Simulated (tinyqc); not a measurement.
Inside a calculation: heterojunction of two tight-binding chains. Values are carried at full precision from step to step, so a last printed digit may differ when a step is redone from the rounded ones.

Left chain: hopping -t1, sites at 2 t1 (band bottom 0). Right chain: hopping -t2, sites at dE + 2 t2 (bottom dE). t = c/(m a^2), c = hbar^2/2m0. The bond across the interface is -tc with tc = f sqrt(t1 t2), and the last left site has the extra energy U. In a chain E = bottom + 2t (1 - cos(ka)); the surface Green function of a half chain is g = -exp(ika)/t, with Im k > 0 where cos(ka) > 1.

Constants: hbar^2/2m0 = 3.80998211 eV angstrom^2.

Inputs chosen for the exercise (masses and offset of the size met at InGaAs / InAlAs; shifted at random, so the results belong to these values and not to a real crystal):
- a = 5.65 angstrom (site spacing)
- m1 = 0.044 m0 (mass on the left)
- m2 = 0.07 m0 (mass on the right)
- f = 1 (factor on the interface hopping)
- dE = 0.43 eV (band offset)
- E = 0.445 eV (electron energy)
- U = 0 eV (extra energy on the last left site)

## Hoppings

Form t1, t2 and tc.

t1 = 2.71252 eV
t2 = 1.70501 eV
tc = 2.15056 eV

## Wave numbers and velocities

The left chain has hopping t1 and band bottom 0, the right one t2 and dE. cos(ka) = 1 - (E - bottom)/(2t); dE/dk = 2 t a sin(ka).

ka (rad): left 0.407857, right 0.093830

dE/dk (eV angstrom): left 12.1577, right 1.8051

## Self-energies on the last left site

Hoppings t1 (left), t2 (right), tc (interface); g is the surface Green function of a half chain. The rest of the left chain gives S1 = t1^2 g1 = -t1 exp(i k1 a); the right chain gives S2 = tc^2 g2 = -(tc^2/t2) exp(i k2 a).

S1 = -2.49002-1.07590i eV
S2 = -2.70059-0.25414i eV

## Transmission

The last site of the left chain has energy 2 t1 + U, and S1, S2 are the self-energies of the two half chains on it. G = 1/(E - 2 t1 - U - S1 - S2); T = 4 Im(S1) Im(S2) |G|^2.

G = 0.1161-0.7335i 1/eV
T = 0.6032

A fraction 0.3968 is reflected although the electron lies above the step.

## Checks

- T from the Green function against 1 - |r|^2 from matching plane waves: both 0.603151.

Program tinyqc; command `OMP_NUM_THREADS=1 python tinyqc.py 1451283 1451284 out.jsonl`; about 0.01 s on one thread of a shared Intel(R) Xeon(R) Processor @ 2.30GHz.
